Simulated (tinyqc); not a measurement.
Field-effect mobility of a thin-film transistor with band-tail and deep states (multiple trapping): one step, computed by the program tinyqc. Command: `OMP_NUM_THREADS=1 python tinyqc.py 3009188 3009189 out.jsonl tft walk`. One thread of a shared host (Intel(R) Xeon(R) Processor @ 2.30GHz), about 0.06 s of CPU time with the checks.

A thick film in accumulation at small drain voltage. Only free electrons move; trapped ones still screen the gate. N_c and mu_0 are held fixed when T changes, leaving out the T^(3/2) growth of N_c. x = E_0 - psi is the distance of the Fermi level below the band edge.

Problem. Free and trapped densities. F_j(eta) = int_0^infinity x^j/(1 + exp(x - eta)) dx, without a gamma-function factor. Integrals over x = E/(k_B T) use 160 Gauss-Legendre points in u = sqrt(x) from 0 to sqrt(max(eta, 0) + 32). Free n(x) = N_c (2/sqrt(pi)) F_1/2(-x/k_B T), with F_1/2 from its two-term series in exp(-x/k_B T) for x >= 12 k_B T; tail n_t(x) = int_0^1.2eV g_t exp(-E/E_t)/(1 + exp((x - E)/k_B T)) dE, E counted down from the edge, 120 Gauss-Legendre points; space charge rho(psi) = n + n_t less its value at psi = 0.

Inputs (values chosen for the exercise, modelled on amorphous silicon):
```
quantity                           value         unit
effective density of states N_c  1.8e+20       1/cm^3
tail density at the edge g_t     3.5e+21  1/(eV cm^3)
tail width E_t                        41          meV
temperature T                        250            K
```

Deep states: none.

Constants: k_B = 8.617333262e-05 eV/K.

Give: Local densities at x = 0.4, 0.3, 0.2, 0.15, 0.1, 0.05, 0 and -0.05 eV.

Solution.

Local densities at x = 0.4, 0.3, 0.2, 0.15, 0.1, 0.05, 0 and -0.05 eV:
```
x (eV)  n (1/cm^3)  n_t (1/cm^3)  n/(n + n_t)
0.40     1.555e+12     1.377e+16    1.129e-04
0.30     1.613e+14     1.577e+17    1.022e-03
0.20     1.673e+16     1.794e+18    9.238e-03
0.15     1.703e+17     5.974e+18    2.772e-02
0.10     1.729e+18     1.921e+19    8.260e-02
0.05     1.709e+19     5.506e+19    2.369e-01
0.00     1.377e+20     1.118e+20    5.520e-01
-0.05    5.967e+20     1.389e+20    8.112e-01
```

E_t/k_B T = 1.90: deep in the tail n_t follows exp(-x/E_t), more slowly than n, so the free share grows as the Fermi level rises.
